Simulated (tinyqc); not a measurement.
The methods across T_c: square-lattice Ising model by mean field, Bethe lattice, transfer matrix, exact enumeration and Monte Carlo steps. Computed by tinyqc, a small Python program. Command: `OMP_NUM_THREADS=1 python tinyqc.py 3029934 3029935 out.jsonl ising walk`. One thread of a shared host (Intel(R) Xeon(R) Processor @ 2.30GHz), about 1 s of CPU time with the checks.

H = -J sum over nearest pairs s_i s_j, s = +-1, no field, periodic boundaries; energies per site are in J. As a lattice gas or an alloy, s marks which species holds the site.

Inputs (values chosen for the exercise, for a model lattice): coupling J = 7.47 meV; factor on the grid 1.5, 1.85, 2.1, 2.45, 2.65, 3.1, 3.6, 4.4 of k_B T/J = 1.05.

Enumerated cell: 4 x 5.

Constants: k_B = 8.617333262e-05 eV/K.

Method:
- K = J/(k_B T). Mean field: m = tanh(4 K m), u = -2 m^2. Bethe: cavity field h = 3 artanh(tanh K tanh h), m = tanh(4h/3), u = -2 (tanh K + tanh^2 h)/(1 + tanh K tanh^2 h). Exact: m = [1 - sinh(2K)^(-4)]^(1/8) below T_c; u = -coth(2K) [1 + (2/pi)(2 tanh^2(2K) - 1) K1(k)], k = 2 sinh(2K)/cosh^2(2K), K1 the complete elliptic integral of the first kind. The largest root is taken.
- Weights count x exp(-K E); N = 20; u = <E>/N, c = K^2 (<E^2> - <E>^2)/N in k_B, Binder U = 1 - <M^4>/(3 <M^2>^2).
- The grid values of k_B T/J times the given factor are rounded to 3 figures before use.

States of the 4 x 5 cell:

| E (J) | \|M\| | count |
|---|---|---|
| -40 | 20 | 2 |
| -32 | 18 | 40 |
| -28 | 16 | 80 |
| -24 | 4 | 10 |
| -24 | 12 | 50 |
| -24 | 14 | 240 |
| -24 | 16 | 300 |
| -20 | 0 | 44 |
| -20 | 2 | 80 |
| -20 | 6 | 80 |
| -20 | 8 | 160 |
| -20 | 10 | 408 |
| -20 | 12 | 680 |
| -20 | 14 | 960 |
| -16 | 0 | 260 |
| -16 | 2 | 640 |
| -16 | 4 | 1080 |
| -16 | 6 | 1280 |
| -16 | 8 | 1760 |
| -16 | 10 | 2200 |
| -16 | 12 | 3060 |
| -16 | 14 | 1080 |
| -12 | 0 | 2960 |
| -12 | 2 | 5800 |
| -12 | 4 | 5840 |
| -12 | 6 | 6680 |
| -12 | 8 | 7680 |
| -12 | 10 | 8400 |
| -12 | 12 | 3880 |
| -8 | 0 | 10380 |
| -8 | 2 | 21680 |
| -8 | 4 | 22650 |
| -8 | 6 | 23000 |
| -8 | 8 | 20620 |
| -8 | 10 | 11280 |
| -8 | 12 | 2020 |
| -4 | 0 | 30880 |
| -4 | 2 | 59640 |
| -4 | 4 | 54960 |
| -4 | 6 | 44240 |
| -4 | 8 | 25200 |
| -4 | 10 | 6680 |
| 0 | 0 | 48442 |
| 0 | 2 | 91280 |
| 0 | 4 | 72320 |
| 0 | 6 | 42880 |
| 0 | 8 | 15720 |
| 0 | 10 | 2040 |
| 4 | 0 | 46640 |
| 4 | 2 | 82600 |
| 4 | 4 | 55920 |
| 4 | 6 | 26200 |
| 4 | 8 | 5200 |
| 8 | 0 | 29000 |
| 8 | 2 | 49320 |
| 8 | 4 | 27960 |
| 8 | 6 | 8120 |
| 8 | 8 | 1180 |
| 12 | 0 | 11740 |
| 12 | 2 | 17960 |
| 12 | 4 | 8680 |
| 12 | 6 | 2160 |
| 16 | 0 | 3200 |
| 16 | 2 | 5360 |
| 16 | 4 | 1860 |
| 16 | 6 | 400 |
| 20 | 0 | 960 |
| 20 | 2 | 1200 |
| 20 | 4 | 600 |
| 24 | 0 | 200 |
| 24 | 2 | 280 |
| 24 | 4 | 60 |
| 28 | 0 | 40 |
| 28 | 2 | 80 |
| 32 | 0 | 10 |

Order and energy:

| k_B T/J | T (K) | m mean field | m Bethe | m exact | <\|m\|> cell | u Bethe | u exact | u cell | U cell |
|---|---|---|---|---|---|---|---|---|---|
| 1.58 | 136.96 | 0.98655 | 0.98195 | 0.98119 | 0.98053 | -1.9346 | -1.9333 | -1.9325 | 0.66318 |
| 1.94 | 168.17 | 0.96299 | 0.93997 | 0.92878 | 0.92867 | -1.8010 | -1.7858 | -1.7862 | 0.64951 |
| 2.21 | 191.58 | 0.93427 | 0.87363 | 0.77036 | 0.85029 | -1.6191 | -1.5320 | -1.5959 | 0.62249 |
| 2.57 | 222.78 | 0.87785 | 0.68404 | 0.00000 | 0.70911 | -1.2202 | -1.0500 | -1.2873 | 0.55655 |
| 2.78 | 240.99 | 0.83338 | 0.43050 | 0.00000 | 0.62862 | -0.8773 | -0.9186 | -1.1209 | 0.50664 |
| 3.26 | 282.60 | 0.68804 | 0.00000 | 0.00000 | 0.48908 | -0.5950 | -0.7262 | -0.8391 | 0.39043 |
| 3.78 | 327.67 | 0.39718 | 0.00000 | 0.00000 | 0.40010 | -0.5171 | -0.5979 | -0.6567 | 0.29199 |
| 4.62 | 400.49 | 0.00000 | 0.00000 | 0.00000 | 0.32587 | -0.4263 | -0.4691 | -0.4933 | 0.19747 |

At k_B T/J = 1.58 all values of m agree within 0.007. At 2.57 the exact m is 0 while Bethe gives 0.68, mean field 0.88 and the cell 0.71: neglect of fluctuations raises T_c, and a finite cell rounds the transition. U falls from 0.663 (2/3 when ordered) to 0.197 (0 for a large disordered system).
